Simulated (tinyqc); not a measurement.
Doping density: delta-doped layer in the Thomas-Fermi potential.

All donors ionised in the plane z = 0, zero temperature, energies from the Fermi level EF of the Thomas-Fermi model, which lies at the bulk band edge; c = hbar^2/2m0, q = e^2/(4 pi eps0). Layer in a (001) plane: two valleys with m_z = ml, m_d = mt (unprimed) and four with m_z = mt, m_d = sqrt(ml mt) (primed); m3 = (ml mt^2)^(1/3), gv = 6. With n = (gv/3 pi^2)(m3 (-V)/c)^(3/2) and V'' = -(4 pi q/eps) n for z > 0, the solution is V = -b/(|z| + z0)^4 with sqrt(b) = 20/K, K = (4 pi q/eps)(gv/3 pi^2)(m3/c)^(3/2), and z0^5 = 4b/(e F0), e F0 = 2 pi q N/eps; 1e13/cm^2 = 1e-3/angstrom^2. Exchange and correlation are left out.

Subbands solve -(c/m_z) psi'' + V psi = E psi on 1280 points of spacing z0/80; up to ten levels for each group, kept if bound with an rms width below 2.5 z0.

Constants: hbar^2/2m0 = 3.80998211 eV angstrom^2; e^2/(4 pi eps0) = 14.39964547 eV angstrom.

Inputs chosen for the exercise (near those of a delta-doped layer in Si; the results hold for these values, not for the real material):
```
symbol  value                                unit         meaning
ml      0.901                                m0           longitudinal mass
mt      0.193                                m0           transverse mass
eps     12                                                dielectric constant
Nl      (0.29, 0.58, 1.2, 2, 3.5, 5.8, 9.3)  x 1e13/cm^2  sheet densities
```

The well, the lowest level and the filling anew; at zero temperature n_i = g m_d (mu - E_i)/(2 pi c), with mu fixed by sum n_i = N.

Results:
```
N (1e13/cm^2)  z0 (angstrom)  depth (eV)  lowest (eV)  next - lowest (eV)  occupied  share of lowest (%)
0.29                    41.9      0.0229      -0.0066              0.0036         2                 35.3
0.58                    36.5      0.0399      -0.0128              0.0067         2                 34.0
1.2                     31.5      0.0713      -0.0254              0.0126         2                 32.5
2.0                     28.5      0.1074      -0.0409              0.0194         3                 31.5
3.5                     25.5      0.1680      -0.0687              0.0310         3                 30.2
5.8                     23.0      0.2516      -0.1092              0.0470         3                 29.0
9.3                     20.9      0.3671      -0.1677              0.0690         3                 27.9
```

The depth grows as N^(4/5) and z0 shrinks as N^(-1/5): factors 16.0 and 2.00 for 32 times the doping. The lowest level deepens faster, with exponent 0.93, since the zero-point energy takes a smaller share of a deeper well (71 % falling to 54 %). The number of occupied subbands is 2 in the first row and 3 in the last. Up to N = 0.58 the donor spacing exceeds 1.5 Bohr radii (one radius, a0 eps/m with the density-of-states mass, is 20 angstrom), where a uniform sheet is a crude picture of discrete donors (beyond about three radii electrons stay on single donors).

(tinyqc, `OMP_NUM_THREADS=1 python tinyqc.py 1281797 1281798 out.jsonl`, Intel(R) Xeon(R) Processor @ 2.30GHz, 1 thread, shared host, about 0.2 s.)
